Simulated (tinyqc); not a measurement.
Printed widths: electron-beam lithography: double-Gaussian proximity function, edge placement and dose correction for parallel lines. Computed by tinyqc, a small Python program. Command: `OMP_NUM_THREADS=1 python tinyqc.py 3110301 3110302 out.jsonl proximity walk`. One thread of a shared host (Intel(R) Xeon(R) Processor @ 2.30GHz), about 0.01 s of CPU time with the checks.

Lines are infinitely long. Absorbed energy is counted so that the middle of a very large area written at dose 1 receives 1; the resist develops where it exceeds 1/2.

Inputs (values chosen for the exercise, of the order of those for 30 keV electrons in resist on silicon): forward range alpha = 0.0092 micrometre; backscatter range beta = 4.1 micrometre; backscatter ratio eta = 0.95.

line widths (micrometre): 6.8  0.035  0.1  0.036

gaps between the lines (micrometre): 0.12  0.14  0.17

Method:
- The first line starts at x = 0; each next one starts after the width and the gap.
- f(r) = [exp(-r^2/alpha^2)/alpha^2 + eta exp(-r^2/beta^2)/beta^2]/(pi (1 + eta)). A line from a to b at dose d gives E(x) = d [S(alpha) + eta S(beta)]/(1 + eta), S(s) = [erf((b - x)/s) - erf((a - x)/s)]/2.
- M_ij is the mean of E at the two edges of line i from line j at dose 1.
- Uncorrected edge energies are M 1. Solve M d = 1/2 for the doses d that put the mean edge energy of every line at the threshold.
- Edges are the roots of E(x) = 1/2 between a line centre and the middle of the next gap. Three cases: dose 1 everywhere; one common dose equal to the mean of d; the corrected doses.

Lines (micrometre):
```
line  left edge  right edge  centre
1         0.000       6.800  3.4000
2         6.920       6.955  6.9375
3         7.095       7.195  7.1450
4         7.365       7.401  7.3830
```

corrected doses: 1 0.99659, 2 1.00766, 3 1.05856, 4 1.11721

Width error, printed less drawn (nm):
```
line  drawn width (nm)   dose 1  mean dose  corrected
1                 6800   0.0844     1.4547   6.00e-06
2                   35  -0.1187     1.2528   1.37e-04
3                  100  -0.9525     0.4181   3.59e-04
4                   36  -1.9184    -0.5421   1.16e-04
```

With the common mean dose the errors span 2.0 nm. With corrected doses the largest error is below 0.01 nm.

Extremes, crossings and ranges named in words are read from the listed rows.
